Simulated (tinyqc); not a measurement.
# MOS inversion layer, Poisson-Schroedinger loop: effect of the sheet density of electrons

Electrons confined at an insulator interface at z = 0, treated as a hard wall; parabolic valleys, Hartree approximation, no image or exchange terms. The depletion charge lies far deeper than the electrons and gives a uniform field q Nd/(eps0 eps_r); the gate balances all charge. Energies are counted from the band edge at the interface.

Schroedinger equation -(C/mz) psi'' + (V0 + U) psi = E psi, C = hbar^2/(2 m0), psi(0) = 0, on a uniform mesh of 800 nodes with a far wall at 86 nm, 8 levels a set; V0 = q Nd z/(eps0 eps_r); dU/dz = q (Ns - integral of n from 0 to z)/(eps0 eps_r), U(0) = 0; N_k = g md m0 q Vt/(pi hbar^2) ln(1 + exp((EF - E_k)/Vt)), g the number of valleys of the set, sum N_k = Ns. Triangular well: E_k = a_k (C F^2/mz)^(1/3), a_1 = 2.338107, a_2 = 4.087949, C = hbar^2/(2 m0), F in eV/nm. Fang-Howard (all electrons in the lowest level of set A): b^3 = 6 (mz1/C) q (Nd + 11 Ns/32)/(eps0 eps_r), centroid 3/b, level C b^2/(4 mz1) + (3/b) q (Nd + 11 Ns/16)/(eps0 eps_r). The centroid adds 3.9 z_av/eps_r to an oxide-equivalent thickness. Shares under 0.0001 % are printed as 0.

Values chosen for this exercise; masses and permittivity close to those of silicon (111):
- T = 400 K (temperature)
- eps_r = 11.8 (relative permittivity)
- mz1 = 0.258 m0 (mass along z of valley set A (6 valley(s)))
- md1 = 0.358 m0 (in-plane density-of-states mass of set A)
- Nd = 2.3e11 cm^-2 (sheet density of depletion charge)

Constants: q = 1.602176634e-19 C, kB = 1.380649e-23 J/K, hbar = 1.054571817e-34 J s, m0 = 9.1093837015e-31 kg, Vt = kB T/q, eps0 = 8.8541878128e-14 F/cm where lengths are in cm, hbar^2/(2 m0) = 0.0380998212 eV nm^2. Results are converted to the units shown.

Effect of the sheet density of electrons:

| Ns (cm^-2) | A1 (meV) | A2 (meV) | EF (meV) | share of A1 (%) | share of A2 (%) | centroid z_av (nm) | added oxide equivalent (nm) | Fang-Howard centroid (nm) |
|---|---|---|---|---|---|---|---|---|
| 1e11 | 35.3 | 59.5 | -190 | 44.6 | 22.1 | 9.64 | 3.19 | 5.47 |
| 2.1e11 | 41.9 | 68.9 | -156 | 47.5 | 21.7 | 8.99 | 2.97 | 5.23 |
| 4.5e11 | 54.7 | 86.8 | -113 | 52.6 | 20.8 | 7.94 | 2.62 | 4.83 |
| 9.7e11 | 78.1 | 119 | -58.2 | 60.6 | 18.8 | 6.56 | 2.17 | 4.25 |
| 2.1e12 | 119 | 172 | 15.2 | 70.6 | 15.4 | 5.08 | 1.68 | 3.57 |
| 4.4e12 | 185 | 255 | 113 | 80.3 | 11.1 | 3.81 | 1.26 | 2.92 |
| 9.4e12 | 299 | 391 | 258 | 88.5 | 6.88 | 2.79 | 0.921 | 2.32 |
| 2e13 | 486 | 609 | 480 | 94.1 | 3.63 | 2.04 | 0.673 | 1.83 |

As Ns goes from 1e11 to 2e13, A1 rises from 35.3 to 486 meV, the share of A1 rises from 44.6 to 94.1 % and the centroid falls from 9.64 to 2.04 nm. A1 goes as Ns^(0.65) between the last two rows (a triangular well in the field of that charge alone gives 2/3). The Fang-Howard centroid is 43 % below the full one in the first row, where A1 holds 44.6 %, and 10 % below it in the last, where A1 holds 94.1 %. For Ns = 1e11, 2.1e11, 4.5e11, 9.7e11, 2.1e12 the eighth level of a set still holds over 0.4 % of the electrons, so more levels and a farther wall would raise the centroid.

Program tinyqc, `OMP_NUM_THREADS=1 python tinyqc.py 2160119 2160120 out.jsonl`; Intel Xeon 2.30GHz, shared host, one thread, about 0.5 s.
